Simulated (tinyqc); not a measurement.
Four-point probe, van der Pauw, Hall and spreading-resistance readings of a semiconductor layer: one step, computed by the program tinyqc.

The layer is uniform and ohmic; contacts are points unless a radius is given.

Task: Finite wafer. For a thin circular wafer probed at its centre, R_s = C V/I with C = pi/(ln 2 + ln[((D/s)^2 + 3)/((D/s)^2 - 3)]).

Inputs (values chosen for the exercise, modelled on n-type silicon): wafer diameter over spacing D/s = 25.

Backing of the layer: insulating.

Give: factor C; error if pi/ln 2 is used.

Result:

factor C = 4.470

error if pi/ln 2 is used = 1.385 %
